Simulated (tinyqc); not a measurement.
Trench capacitor in an array: capacitance, non-linearity, leakage and relaxation: one step of the calculation.

A film between two metal electrodes, each interface adding a series capacitance ci. The small-signal permittivity is ek (1 + aq E^2); the field is found with the linear permittivity. Leakage J = J0 sinh(E/Ef). After a voltage step the film passes a relaxation current kr C V tt^(-nr), tt being the time in seconds. The sidewall is a coaxial capacitor with radii a = dm/2 - t and b = dm/2, depth AR dm; the end face is left out.

Question. Cell capacitance, fields and time constant. Per length 1/c = ln(b/a)/(2 pi eps0 ek) + (1/a + 1/b)/(2 pi ci); cell capacitance c AR dm; per footprint over pt^2; fields c V/(2 pi eps0 ek r) at r = a and b; resistance of the inner electrode rho AR dm/(pi a^2); time constant R C/3 of the distributed line.

Values chosen for this exercise; permittivity of the order of that of tantalum oxide:

| symbol | value | unit | meaning |
|---|---|---|---|
| ek | 27.4 |  | relative permittivity of the film |
| t | 17 | nm | film thickness |
| ci | 190 | uF/cm^2 | capacitance of each electrode interface (dead layer and screening) |
| V | 1.1 | V | bias |
| dm | 200 | nm | diameter of the hole |
| AR | 70 |  | aspect ratio, depth over diameter |
| pt | 330 | nm | pitch of the square array |
| rho | 1100 | uohm cm | resistivity of the inner electrode |

Constants: eps0 = 8.8541878128e-14 F/cm where lengths are in cm. Results are converted to the units shown.

Wanted: a; b; cell capacitance; capacitance per footprint; field at a; field at b; R; R C/3.

Answer.

a = 83.000 nm
b = 100.00 nm
cell capacitance = 112.83 fF
capacitance per footprint = 103.61 uF/cm^2
field at a = 0.70068 MV/cm
field at b = 0.58156 MV/cm
R = 7.1157 kohm
R C/3 = 267.61 ps

The array gives 73.7 times the planar capacitance per footprint; curvature makes the field at the inner electrode 1.10 times the planar value.

Computed by the program tinyqc: `OMP_NUM_THREADS=1 python tinyqc.py 2102144 2102145 out.jsonl`, one thread of a shared Intel Xeon 2.30GHz, about 0.01 s for the whole run.
